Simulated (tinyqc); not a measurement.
Keating valence-force model of a tetrahedral crystal. Changing the bond stretching alpha. Computed by tinyqc, a small Python program. Command: `OMP_NUM_THREADS=1 python tinyqc.py 3028108 3028109 out.jsonl keating sweep`. One thread of a shared host (Intel(R) Xeon(R) Processor @ 2.30GHz), about 0.06 s of CPU time with the checks.

Atom A sits at 0 and atom B at a/4 (1,1,1) of an fcc lattice; the four bonds from A are t = a/4 (1,1,1), a/4 (1,-1,-1), a/4 (-1,1,-1), a/4 (-1,-1,1), of length d = sqrt(3) a/4. Energy: E = (3 alpha/(8 d^2)) sum over bonds (r.r - d^2)^2 + (3 beta/(8 d^2)) sum over pairs of bonds at one atom (r_i.r_j + d^2/3)^2, with beta_A for the six pairs at A and beta_B for the six at B. The cell holds two atoms, Omega = a^3/4. 1 N/m = 1 J/m^2. With constants fitted to the elastic moduli this model puts optical and zone-boundary frequencies of real crystals too high, by up to about 20 % in elemental crystals and up to about 50 % in compounds, and mostly by more for TA modes; in compounds the lattice part of the static dielectric constant then comes out too low.

Inputs (values chosen for the exercise, modelled on cubic boron nitride): lattice constant a = 3.615 angstrom; mass M_A = 10.81 u; mass M_B = 14.007 u; bond bending beta_A = 60.4 N/m; bond bending beta_B = 60.4 N/m.

Structure: zinc blende.

Constants: nu for 1 eV/(angstrom^2 u) = 15.6333042 THz; 1 eV/angstrom^2 = 16.02176634 J/m^2; 1 THz = 33.35640952 1/cm.

Method:
- beta = (beta_A + beta_B)/2; C11 = (alpha + 3 beta)/a, C12 = (alpha - beta)/a, C44 = 4 alpha beta/(a (alpha + beta)); with the two sublattices clamped C44(0) = (alpha + beta)/a; internal-strain parameter zeta = (alpha - beta)/(alpha + beta); B = (C11 + 2 C12)/3.
- beta = (beta_A + beta_B)/2; mu = M_A M_B/(M_A + M_B); lambda = 4 (alpha + beta)/mu with the springs in eV/angstrom^2; nu = 15.6333042 THz x sqrt(lambda).
- With displacements u exp(i q.r), each bracket changes by g.u, where g = (g_A, g_B): bond t, g = (-2 t, 2 t exp(i q.t)); pair (i, j) at A, g = (-(t_i + t_j), t_i exp(i q.t_j) + t_j exp(i q.t_i)); pair at B, g = (-t_i exp(-i q.t_j) - t_j exp(-i q.t_i), t_i + t_j). Then D_mn = sum over the 4 bonds and 12 pairs of (4 k/a^2) conj(g_m) g_n / sqrt(M_m M_n), with k = alpha or beta converted to eV/angstrom^2. Only the short-range forces enter; the Coulomb field of the charges is left out.
- An eigenvalue lambda of D in eV/(angstrom^2 u) gives nu = 15.6333042 THz x sqrt(lambda).
- Take the lowest frequency at X = (1, 0, 0) 2 pi/a, the transverse acoustic (TA) mode.

One run for each value; columns: (1) bond stretching alpha (N/m); (2) nu_TO at G (THz); (3) bulk modulus B (GPa); (4) C44 (GPa); (5) TA frequency at X (THz); (6) internal-strain parameter zeta:
```
(1)      (2)    (3)    (4)    (5)     (6)
69.5   36.04  247.9  357.6  23.55  0.0701
84.7   38.09  290.0  390.1  23.94  0.1675
103.0  40.42  340.6  421.3  24.10  0.2607
126.0  43.18  404.2  451.8  24.19  0.3519
153.0  46.20  478.9  479.2  24.24  0.4339
187.0  49.74  573.0  505.2  24.28  0.5117
228.0  53.70  686.4  528.4  24.30  0.5811
278.0  58.17  824.7  549.0  24.32  0.6430
```

Over the rows, nu_TO at G (THz) rises from 36.0 to 58.2 (exponent d ln y / d ln x 0.28 between the first rows and 0.40 between the last); bulk modulus B (GPa) rises from 248 to 825 (exponent d ln y / d ln x 0.79 between the first rows and 0.93 between the last); C44 (GPa) rises from 358 to 549 (exponent d ln y / d ln x 0.44 between the first rows and 0.19 between the last); TA frequency at X (THz) rises from 23.5 to 24.3 (exponent d ln y / d ln x 0.083 between the first rows and 0.0034 between the last); internal-strain parameter zeta rises from 0.0701 to 0.643 (exponent d ln y / d ln x 4.4 between the first rows and 0.51 between the last). B = (alpha + beta/3)/a and the optical mode follow the bond stretching; C44 needs the angles to bend and saturates towards 4 beta/a, and zeta tends to 1 as bonds become rigid.

Extremes, crossings and ranges named in words are read from the listed rows.
